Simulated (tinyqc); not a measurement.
Inputs raised by 10 %, one at a time: grain-boundary diffusion: Harrison regimes, Fisher and Le Claire analysis, Hart average. Computed by tinyqc, a small Python program. Command: `OMP_NUM_THREADS=1 python tinyqc.py 3017882 3017883 out.jsonl gbdiff sens`. One thread of a shared host (Intel(R) Xeon(R) Processor @ 2.30GHz), about 0.01 s of CPU time with the checks.

A boundary is a slab of width delta with diffusivity D_b, normal to a surface held at constant concentration; it leaks into grains of diffusivity D.

Inputs (values chosen for the exercise, for a model polycrystal):
```
quantity                          value   unit
lattice prefactor D0            1.6e-05  m^2/s
lattice activation energy E        4.37     eV
boundary prefactor D0b          9.7e-06  m^2/s
boundary activation energy E_b     2.34     eV
boundary width delta               0.58     nm
segregation factor s                  1      -
grain size d                      0.094     um
temperature T                      1540      K
time t                             2700      s
```

Constants: k_B = 8.617333262e-05 eV/K.

Method:
- D = D0 exp(-E/(k_B T)), D_b = D0b exp(-E_b/(k_B T)).
- Triple product P = s delta D_b.
- l = sqrt(D t); P = s delta D_b; alpha = s delta/(2 l); beta = P/(2 D l). Regime A if l > 3 d, C if alpha > 1, B if alpha < 0.1, l < d/4 and beta > 10, otherwise a transition.
- Hart average for parallel slabs: f = delta/d, D_eff = (s f D_b + (1 - f) D)/(1 - f + s f); share of the boundaries = s f D_b/(s f D_b + (1 - f) D); depth sqrt(D_eff t).
- Fisher: the mean concentration falls as exp(-y/y_F), y_F = sqrt(P) (pi t/(4 D))^(1/4), with the boundary equation P d2c/dy2 = 2 c sqrt(D/(pi t)). Le Claire (from the Whipple solution): ln c falls as -(y/y_L)^(6/5) with P = 1.322 sqrt(D/t) y_L^2.

Runs:
```
input moved                             from         to  Le Claire depth y_L (um)  share of the boundaries       beta  depth sqrt(D_eff t) (um)
base run                                   -          -                     4.146                   0.9999  5.263e+04                     1.885
lattice activation energy E (eV)        4.37      4.807                     9.445                   1.0000  7.352e+06                     1.885
boundary prefactor D0b (m^2/s)       9.7e-06  1.067e-05                     4.349                   0.9999  5.789e+04                     1.977
boundary activation energy E_b (eV)     2.34      2.574                     1.717                   0.9996  9.025e+03                     0.781
boundary width delta (nm)               0.58      0.638                     4.349                   0.9999  5.789e+04                     1.977
grain size d (um)                      0.094     0.1034                     4.146                   0.9999  5.263e+04                     1.797
temperature T (K)                       1540       1694                     4.372                   0.9998  2.933e+03                     4.202
segregation factor s                       1        1.1                     4.349                   0.9999  5.789e+04                     1.976
```

Exponents ln(y'/y) / ln(x'/x):
```
input                           Le Claire depth y_L  share of the boundaries     beta  depth sqrt(D_eff t)
lattice activation energy E                   8.638                    0.001   51.825                0.000
boundary prefactor D0b                        0.500                    0.000    1.000                0.500
boundary activation energy E_b               -9.250                   -0.003  -18.500               -9.249
boundary width delta                          0.500                    0.000    1.000                0.500
grain size d                                  0.000                    0.000    0.000               -0.500
temperature T                                 0.557                   -0.002  -30.295                8.410
segregation factor s                          0.500                    0.000    1.000                0.497
```

Which inputs matter most for each result?

Among the inputs moved here: Le Claire depth y_L answers most in size to boundary activation energy E_b (exponent -9.250), next to lattice activation energy E (+8.638); its exponent is below 0.0005 for grain size d. Its exponent +0.500 in boundary prefactor D0b: the depth goes as sqrt(P). Share of the boundaries hardly depends on these (all exponents below 0.005). Beta answers most in size to lattice activation energy E (exponent +51.825), next to temperature T (-30.295); its exponent is below 0.0005 for grain size d. Depth sqrt(D_eff t) answers most in size to boundary activation energy E_b (exponent -9.249), next to temperature T (+8.410); its exponent is below 0.0005 for lattice activation energy E.

Caution (all rows): outside regime A (which needs sqrt(D t) above about 3 d) the Hart average and its depth are formal: they describe a profile only in regime A or at steady state. Caution (rows lattice activation energy E, temperature T): the Fisher and Le Claire forms need regime B with beta above 10.
